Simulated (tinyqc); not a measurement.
# AlGaN/GaN HEMT with access regions, lumped model, step by step

Computed by the program tinyqc: `OMP_NUM_THREADS=1 python tinyqc.py 2570109 2570110 out.jsonl`, one thread of a shared Intel Xeon 2.30GHz, about 0.03 s for the whole run. Printed values are rounded.

A polarisation-induced electron sheet under a Schottky gate, in series with two ungated access regions and contacts. Drift law v = mu E/(1 + mu E/vs) under the gate. Currents in mA/mm, resistances in ohm mm. No self-heating, no channel-length modulation; fits for polarisation, barrier and offset are chosen for the exercise.

Parameters, values chosen for the exercise; values close to those of AlGaN/GaN structures: aluminium share of the barrier x = 0.19; barrier thickness d = 30 nm; relative permittivity of barrier and channel eps_r = 9.4; channel mobility mu = 1600 cm^2/(V s); saturation velocity vs = 1.4e7 cm/s; gate length Lg = 0.5 um; source access length Ls = 1.5 um; drain access length Ld = 2 um; resistance of each contact Rc = 0.21 ohm mm; share of the drain-access electrons removed by traps ft = 0; gate voltage Vg = 0.5 V; drain voltage Vd = 4 V; critical field Ec = 3.2 MV/cm; depth over which the depleted charge spreads te = 0.29 um; insulator under the field plate tf = 500 nm; relative permittivity of that insulator ei = 3.9.

Constants: q = 1.602176634e-19 C, eps0 = 8.8541878128e-14 F/cm where lengths are in cm. Results are converted to the units shown.

## Polarisation charge, threshold and sheet resistance

sigma = (5e13 x + 1.6e13 x^2) cm^-2, phiB = 0.84 + 1.3 x, dEc = 0.7 (1.71 x + x^2) in volts, Cb = eps0 eps_r/d, VT = phiB - dEc - q sigma/Cb, access density n0 = -Cb VT/q. Rsh = 1/(q mu n0); largest access current q n0 vs.

sigma = 1.00776e13 cm^-2
Cb = 0.277431 uF/cm^2
VT = -4.98556 V
n0 = 8.63293e12 cm^-2
Rsh = 451.868 ohm
q n0 vs = 1936.41 mA/mm

## Iteration 1: drain current

I at the start = 870 mA/mm

Access resistance R(L, n) = L/(q mu n sqrt(1 - (I/(q n vs))^2)); Rs = Rc + R(Ls, n0), Rd = Rc + R(Ld, (1 - ft) n0). Vg' = Vg - I Rs, Vd' = Vd - I (Rs + Rd); with u = Vg' - VT, Vc = vs Lg/mu and w the smaller of Vd' and Vc [sqrt(1 + 2 u/Vc) - 1] (0 if negative), the channel gives (mu Cb/Lg)(u w - w^2/2)/(1 + w/Vc). I(new) is that channel current.

Rs = 0.968686 ohm mm
Rd = 1.22158 ohm mm
Vg' = -0.342757 V
Vd' = 2.09447 V
channel current = 1172.13 mA/mm
I after iteration 1 = 1172.13 mA/mm

## Iteration 2: drain current

As before.

Rs = 1.06152 ohm mm
Rd = 1.34536 ohm mm
Vg' = -0.744239 V
Vd' = 1.17882 V
channel current = 1034.48 mA/mm
I after iteration 2 = 1034.48 mA/mm

## Course of the iteration: drain current

Stop when I changes by less than 1e-6 mA/mm, or after 60 iterations. I must stay below q (1 - ft) n0 vs.

Course of the iteration:
```
iteration	I (mA/mm)	|change| (mA/mm)
1	1172.13	302
2	1034.48	138
3	1109.90	75.4
4	1075.22	34.7
5	1092.63	17.4
6	1084.27	8.36
7	1088.38	4.11
8	1086.38	1.99
9	1087.36	0.974
...	...	...
21	1087.04	1.75e-4
22	1087.04	8.55e-5
23	1087.04	4.17e-5
24	1087.04	2.03e-5
25	1087.04	9.90e-6
26	1087.04	4.83e-6
27	1087.04	2.35e-6
28	1087.04	1.15e-6
29	1087.04	5.59e-7
```

Converged in 29 iterations. At the end each change is about 0.49 times the one before, with alternating sign: linear convergence. Of Vd, 36.7 % reaches the channel; the access current is 56 % of its limit.

## On-resistance and breakdown

sigma = (5e13 x + 1.6e13 x^2) cm^-2, phiB = 0.84 + 1.3 x, dEc = 0.7 (1.71 x + x^2) in volts, Cb = eps0 eps_r/d, VT = phiB - dEc - q sigma/Cb, access density n0 = -Cb VT/q. Ron = 2 Rc + Ls/(q mu n0) + Ld/(q mu (1 - ft) n0) + Lg/(mu Cb (Vg - VT)). Off state: a depleted stretch that holds the voltage V has the peak field sqrt(k V), k = 2 q n0/(eps0 eps_r te), so one edge holds V1 = Ec^2/k. The sheet under the plate pinches off at Vf = q n0 (1/Cb + tf/(eps0 ei)); beyond it the gate edge is screened. BV = V1 if Vf >= V1, else Vf + V1, and at most Ec Ld. Specific resistance Ron (Ls + Lg + Ld); figure of merit BV^2 over it.

Ron = 2.20688 ohm mm
Vf = 205.260 V
V1 = 89.3461 V
BV = 89.3461 V
specific resistance = 0.0882751 mohm cm^2
figure of merit = 90.4302 MW/cm^2

The plate pinches off too late to screen the gate edge, so it adds nothing.
